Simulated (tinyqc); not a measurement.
Donor binding, ionisation and the Mott limit: Freeze-out.

Hydrogenic donor: Ry = (m0 q^3/(8 eps0^2 h^2)) me/eps_r^2 in eV, E0 = cc Ry, radius a = q/(8 pi eps0 eps_r E0), Mott density Nm = (0.26/a)^3. Below Nm the level sinks as Ed = E0 [1 - (N/Nm)^(1/3)]. Neutrality: Nc F12(eta) = N/(1 + 2 exp(eta + Ed/kB T)), F12(x) = (2/sqrt(pi)) int_0^infinity sqrt(u)/(1 + exp(u - x)) du.

Nc is given at 77 K and scales as T^1.5.

Values chosen for this exercise; band and dielectric values close to those of gallium arsenide: relative permittivity eps_r = 13; mass in the hydrogenic formula, set independently of Nc me = 0.0671 m0; conduction-band density of states at 77 K Nc = 5.68e16 cm^-3; ratio of the true binding energy to the hydrogenic one cc = 1.3; donor density N = 2.8e15 cm^-3.

Constants: q = 1.602176634e-19 C, kB = 1.380649e-23 J/K, eps0 = 8.8541878128e-12 F/m, h = 6.62607015e-34 J s, m0 = 9.1093837015e-31 kg, Vt = kB T/q. Results are converted to the units shown.

Result of one run:
```
T (K)	eta	n (cm^-3)	ionised (%)	ln(n/T^0.75)
110	-3.615	2.587e15	92.40	31.96
```

What becomes of these results when the temperature T is changed from 110 to 60 K, all else the same?

Result of the changed run:
```
T (K)	eta	n (cm^-3)	ionised (%)	ln(n/T^0.75)
60	-2.842	2.233e15	79.75	32.27
```

The whole series:
```
T (K)	eta	n (cm^-3)	ionised (%)	ln(n/T^0.75)
30	-2.252	1.402e15	50.08	32.33
45	-2.544	1.940e15	69.30	32.35
60	-2.842	2.233e15	79.75	32.27
80	-3.190	2.440e15	87.15	32.14
110	-3.615	2.587e15	92.40	31.96
150	-4.050	2.673e15	95.46	31.76
220	-4.606	2.732e15	97.59	31.50
300	-5.062	2.759e15	98.54	31.28
400	-5.489	2.774e15	99.08	31.07
```

The ionised share rises from 50.1 to 99.1 %. Between the first two rows ln(n/T^0.75) has the slope -0.160 meV against q/kB T; deep freeze-out without compensation gives -Ed/2 = -2.01 meV, a limit that these rows do not reach, since a large share is already ionised.

Range of the model: A sharp level with degeneracy 2 overstates freeze-out near Nm, where the impurity band broadens and merges with the conduction band.

tinyqc, about 0.01 s, one thread, Intel Xeon 2.30GHz (shared host): `OMP_NUM_THREADS=1 python tinyqc.py 2330095 2330096 out.jsonl`
